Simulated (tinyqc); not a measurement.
# Landau-Devonshire theory of a uniaxial ferroelectric, step by step

A worked calculation. Computed by tinyqc, a small Python program that keeps every step. Command: `OMP_NUM_THREADS=1 python tinyqc.py 3015671 3015672 out.jsonl ferro walk`. One thread of a shared host (Intel(R) Xeon(R) Processor @ 2.30GHz), about 0.01 s of CPU time with the checks. Intermediate numbers are printed to about 6 digits and carried at full precision; extremes and crossings named in words are read from the listed rows.

G(P) = (alpha/2) P^2 + (beta*/4) P^4 + (gamma/6) P^6 - E P per volume, SI units, one domain, P along the polar axis, which is normal to the film.

Inputs (values chosen for the exercise, modelled on lead titanate):
```
quantity                           value             unit
alpha_0                           794000      J m/(C^2 K)
Curie-Weiss temperature T0           752                K
beta                           -2.87e+08        J m^5/C^4
gamma                           1.56e+09        J m^9/C^6
temperature T                        396                K
misfit strain u_m                 -0.018                -
electrostriction Q12              -0.026          m^4/C^2
compliance s11 + s12             5.5e-12            m^2/N
applied field E                      2.1             MV/m
film thickness d                      20               nm
screening length lambda           0.0042               nm
background permittivity eps_b          8                -
gradient coefficient g           1.1e-10        J m^3/C^2
series capacitance C_d               2.3  microfarad/cm^2
start of Newton steps P0/Ps          1.3                -
```

Sample: epitaxial film.

Constants: eps_0 = 8.8541878128e-12 F/m.

## Coefficients at T

alpha = alpha_0 (T - T0*), with clamping: T0* = T0 + 4 Q12 u_m/(alpha_0 (s11 + s12)), beta* = beta + 4 Q12^2/(s11 + s12).

T0* = 1180.67 K

alpha = -6.23028e+08 J m/C^2

beta* = 2.04636e+08 J m^5/C^4

Compression raises T0 by 429 K. beta* > 0: the transition is of second order, although the free crystal has a first-order one.

## Spontaneous polarisation, susceptibility, coercive field

Ps^2 = [-beta* + sqrt(beta*^2 - 4 alpha gamma)]/(2 gamma). chi = 1/(eps_0 G''), G'' = alpha + 3 beta* P^2 + 5 gamma P^4 at Ps. Ps, chi and the coercive field are for perfect screening, without a depolarising field. The intrinsic coercive field is |alpha P + beta* P^3 + gamma P^5| at the P_c where G'' = 0. 1 C/m^2 = 100 microcoulomb/cm^2.

spontaneous polarisation Ps = 75.4830 microcoulomb/cm^2

susceptibility chi = 49.9977

well depth G(Ps) = -112.791 MJ/m^3

P_c = 49.5980 microcoulomb/cm^2

intrinsic coercive field = 237.220 MV/m

P_c/Ps = 0.657, above the 0.577 of a quartic well, as the sixth-order term matters. Real switching runs by domain nucleation at far lower fields. Caution: far below T0* the expansion with linear alpha(T) is only a fit.

## Polarisation in the field by Newton steps

Solve G'(P) = alpha P + beta* P^3 + gamma P^5 - E = 0 by P(new) = P - G'/G'' from P0; stop when the step is below 1e-11 C/m^2 (G' under 1e-6 MV/m is shown as 0).

Newton steps:
```
step  P (microcoulomb/cm^2)    G' (MV/m)  G'' (MJ m/C^2)
1                   98.1279  9.99236e+02         7200.22
2                   84.2500  2.57553e+02         3742.57
3                   77.3683  4.30992e+01         2539.23
4                   75.6710  2.17204e+00         2285.98
5                   75.5760  6.51400e-03         2272.28
6                   75.5757            0         2272.24
7                   75.5757            0         2272.24
```

P at the end of the steps = 75.5757 microcoulomb/cm^2

1/(eps_0 G'') there = 49.7047

The linear estimate Ps + eps_0 chi E gives 75.576; the field lowers chi by 0.6 %.

## The 180-degree wall

With the term (g/2) (dP/dx)^2, (g/2) P'^2 = G(P) - G(Ps) across the wall: energy = int_(-Ps)^(Ps) sqrt(2 g [G(P) - G(Ps)]) dP (40 Gauss-Legendre points); width = 2 Ps over the slope at P = 0, sqrt(2 |G(Ps)|/g). Elastic coupling inside the wall is left out.

wall energy = 165.022 mJ/m^2

wall width = 1.05420 nm

## A capacitor with imperfect screening

Between shorted electrodes with screening length lambda each, the depolarising field is -k P, k = 2 lambda/(eps_0 (d + 2 lambda eps_b)), so alpha turns into alpha + k. The polar state is the lowest uniform state while alpha + k < 0 (beta* > 0) or < 3 beta*^2/(16 gamma) (beta* < 0); setting the equality gives the critical thickness d_c.

depolarising coefficient k = 4.72763e+07 J m/C^2

polarisation of the film = 73.8549 microcoulomb/cm^2

size of the depolarising field = 34.9159 MV/m

critical thickness d_c = 1.45553 nm

The film keeps 98 % of Ps. Caution: a critical thickness of a few unit cells is outside the continuum theory.

## Thickness series

Domains are left out, though they can pre-empt both the loss of P and the state at P = 0. The second and third columns are for the shorted capacitor, polar only where it is the lowest uniform state: alpha + k < 0 (beta* > 0) or < 3 beta*^2/(16 gamma) (beta* < 0). The last column is another circuit, the film in series with C_d at P = 0: 1/C = (alpha d)/(1 + alpha eps_0 eps_b) + 1/C_d, and P = 0 is locally stable while 1/C > 0; a dash marks the rest.

Against thickness:
```
d (nm)  P (microcoulomb/cm^2)  depolarising field (MV/m)  C of the stack / C_d
1                      0.0000                      0.000               1.01522
2                     51.5079                    236.386               1.03091
3                     62.2598                    192.573               1.04709
5                     68.3382                    127.946               1.08103
8                     71.2307                     83.767               1.13627
15                    73.2918                     46.148               1.29010
30                    74.4074                     23.478               1.81731
60                    74.9500                     11.838               9.94757
150                   75.2709                      4.759                     -
```

The polar state appears between 1 and 2 nm (d_c = 1.46 nm), and at 150 nm P is 99.7 % of Ps. The stack exceeds C_d wherever it is stable, up to 9.95 times: the ferroelectric held at P = 0 acts as a negative capacitance.

Checks made by the program: Ps against a numerical root of G'(P)/P (relative difference below 1e-10).
